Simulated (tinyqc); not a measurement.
Free and trapped electrons in a MOS channel with a dense trap tail: one step of the calculation.

p-type body, charge-sheet picture, full ionisation (an idealisation for deep acceptors), Boltzmann statistics for free electrons. e = Ec - EF at the surface. Acceptor-like traps of density D(E) = D0 + De exp(-E/Ew) at depth E below Ec, from 0 to Eu, hold n_t = integral of D(E)/(1 + exp((e - E)/Vt)). psi = Eg - Vt ln(Nv/Na) - e; N_dep = sqrt(2 eps0 eps_r Na (psi - Vt)/q); n_f = sqrt(N_dep^2 + 2 eps0 eps_r Vt Nc exp(-e/Vt)/q) - N_dep; Vg = Vfb + psi + q (N_dep + n_t + n_f)/Cox, Cox = eps0 eox/tox.

Task. Trapped charge. Trapezoid rule on 14 equal steps from 0 to Eu, f = 1/(1 + exp((e - E)/Vt)).

Inputs (values chosen for the exercise); band and dielectric values close to those of gallium nitride:
- T = 300 K (temperature)
- D0 = 1.6e11 cm^-2 eV^-1 (constant background density of acceptor-like traps)
- De = 3.9e13 cm^-2 eV^-1 (density of the tail at the conduction edge)
- Ew = 0.07 eV (decay energy of the tail)
- Eu = 0.56 eV (depth below Ec down to which the traps reach)
- e = 0.018 eV (Ec - EF at the surface)

Constants: q = 1.602176634e-19 C, kB = 1.380649e-23 J/K, Vt = kB T/q. Results are converted to the units shown.

Give: E; D(E) f; n_t.

Result.

```
point    E (eV)  D(E) f (cm^-2 eV^-1)
0             0             1.3026e13
1      0.040000             1.5546e13
2      0.080000             1.1548e13
3       0.12000             7.0473e12
4       0.16000             4.1094e12
5       0.20000             2.3978e12
6       0.24000             1.4246e12
7       0.28000             8.7428e11
8       0.32000             5.6338e11
9       0.36000             3.8780e11
10      0.40000             2.8864e11
11      0.44000             2.3265e11
12      0.48000             2.0102e11
13      0.52000             1.8317e11
14      0.56000             1.7308e11
```

n_t = 2.0561e12 cm^-2

tinyqc, about 0.02 s, one thread, Intel Xeon 2.30GHz (shared host): `OMP_NUM_THREADS=1 python tinyqc.py 2222240 2222241 out.jsonl`
